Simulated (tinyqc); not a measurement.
Scattering of inversion-layer electrons by surface optical phonons of the gate insulator (remote phonon scattering). Changing the temperature T. Computed by tinyqc, a small Python program. Command: `OMP_NUM_THREADS=1 python tinyqc.py 3113146 3113147 out.jsonl sophonon sweep`. One thread of a shared host (Intel(R) Xeon(R) Processor @ 2.30GHz), about 0.03 s of CPU time with the checks.

One subband with the Fang-Howard envelope; insulator and channel are half-spaces, the gate is far away, and an interlayer only moves the polar surface away by t (its own modes and its permittivity contrast are left out).

Inputs (values chosen for the exercise, modelled on AlN on silicon):
```
quantity                                   value        unit
static constant of the insulator eps_0s     9.41           -
intermediate constant eps_i                 7.47           -
optical constant eps_inf                    4.73           -
hbar omega_TO1                                81         meV
hbar omega_TO2                              90.5         meV
constant of the channel eps_s               11.7           -
in-plane mass m                            0.196         m_0
valleys g_v                                    2           -
sheet density n                          7.2e+12      1/cm^2
mean distance of the electrons z0 = 3/b      2.1          nm
interlayer thickness t                       1.2          nm
mobility from other processes                340  cm^2/(V s)
```

Screening by the channel electrons: static.

Constants: k_B = 8.617333262e-05 eV/K; hbar^2/(2 m_0) = 3.80998212 eV angstrom^2; e^2/(4 pi eps_0) = 14.39964548 eV angstrom; hbar = 6.582119569e-16 eV s; e = 1.602176634e-19 C; m_0 = 9.1093837015e-31 kg.

Method:
- eps(w) = eps_inf + (eps_0s - eps_i) w1^2/(w1^2 - w^2) + (eps_i - eps_inf) w2^2/(w2^2 - w^2). Surface modes solve eps(w) + eps_s = 0, a quadratic in w^2; the strength of a mode is g = 2/(w d eps/dw).
- Occupation N = 1/(exp(hbar w/(k_B T)) - 1).
- Density of states D = g_v m/(pi hbar^2); eta = E_F/(k_B T) = ln(exp(n/(D k_B T)) - 1); screening wave number q_s = e^2 D/(2 eps_0 eps_avg) x 1/(1 + exp(-eta)), eps_avg = (eps_s + eps_inf)/2; b = 3/z0.
- For a mode of strength g, without the occupation factor, Area x |M(q)|^2 = e^2 hbar w g/(2 eps_0 q) x (b/(b + q))^6 exp(-2 q t) / (1 + (q_s/q) H(q))^2, H = (1 + 9 x/8 + 3 x^2/8)/(1 + x)^3, x = q/b.
- Approximate momentum relaxation rate, taking tau v alike in the initial and final states: 1/tau = (m/(2 pi hbar^3)) sum over modes and over absorption (N, E' = E + hbar w) and emission (N + 1, E' = E - hbar w > 0) of [(1 - f(E'))/(1 - f(E))] int_0^(2 pi) Area |M(q)|^2 (1 - cos theta) d theta, q^2 = k^2 + k'^2 - 2 k k' cos theta, f the Fermi function; 48 midpoints in theta from 0 to pi.
- mu = (e/m) int tau E f (1 - f) dE/(k_B T int f dE), by 300 midpoints from 0 to (max(eta, 0) + 14) k_B T; Matthiessen sum with the other processes.

One run for each value:
```
temperature T (K)  remote-phonon mobility (cm^2/(V s))  total mobility (cm^2/(V s))     eta
120                                         1.3539e+09                       340.00  4.2377
165                                         1.0414e+08                       340.00  3.0459
210                                         2.1443e+07                       339.99  2.3375
255                                         7.4286e+06                       339.98  1.8557
300                                         3.2990e+06                       339.96  1.4993
345                                         1.7938e+06                       339.94  1.2204
390                                         1.1274e+06                       339.90  0.9932
435                                         7.5765e+05                       339.85  0.8027
480                                         5.4531e+05                       339.79  0.6392
```

Describe the trends.

Over the rows, remote-phonon mobility (cm^2/(V s)) falls from 1.35e9 to 545000 (exponent d ln y / d ln x -8.1 between the first rows and -3.3 between the last); total mobility (cm^2/(V s)) falls from 340.00 to 339.79; eta falls from 4.24 to 0.639 (exponent d ln y / d ln x -1.0 between the first rows and -2.3 between the last).

Caution (all rows): a relaxation time is only an approximation for inelastic scattering, and static or no screening brackets the true dynamic screening only roughly.
